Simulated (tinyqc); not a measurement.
Read current of a NAND string, cells in series solved by shooting: one step of the calculation.

Cells in series, numbered from 0 at the source line (0 V) to the bit line, each followed by a gap resistance Rg. A cell with gate Vg, threshold VT, source Vs and drain Vd passes I = 2 nf K Vt^2 [F(Vs) - F(Vd)]/(1 + th max(Vg - VT, 0)), F(V) = ln^2(1 + exp((Vg - VT - nf V)/(2 nf Vt))). The selected cell has Vg = Vr, the others Vg = Vp.

Question. Node voltages for a trial current. For a trial current I start at 0 V and, cell by cell (the selected one is cell 1), solve for the drain: sqrt(F(Vd)) = sqrt(F(Vs) - I/k), k = 2 nf K Vt^2/(1 + th max(Vg - VT, 0)), Vd = [Vg - VT - 2 nf Vt ln(exp(sqrt F) - 1)]/nf, then add I Rg.

Inputs (values chosen for the exercise); values of the order met in vertical NAND strings:

| symbol | value | unit | meaning |
|---|---|---|---|
| T | 300 | K | temperature |
| K | 3.2 | uA/V^2 | gain factor of a cell |
| nf | 1.7 |  | slope factor |
| th | 0.11 | 1/V | mobility reduction factor |
| Rg | 15 | kohm | resistance of the gap between cells |
| Vbl | 0.7 | V | bit-line voltage |
| Vp | 6.7 | V | pass voltage |
| Vr | 1.77 | V | read voltage on the selected word line |

Constants: q = 1.602176634e-19 C, kB = 1.380649e-23 J/K, Vt = kB T/q. Results are converted to the units shown.

first trial current = 0.34 uA
thresholds from the source end, cell 0 to 5 (V): 4.3  0.5  -2.1  -2.1  4.3  -2.1

Wanted: node voltage after each cell and gap, trial 1.

Answer.

node voltage after each cell and gap, trial 1, cell 0 to 5 (V): 0.062214  0.18071  0.21050  0.24043  0.31503  0.34550

Program tinyqc, `OMP_NUM_THREADS=1 python tinyqc.py 2142127 2142128 out.jsonl`; Intel Xeon 2.30GHz, shared host, one thread, about 0.5 s.
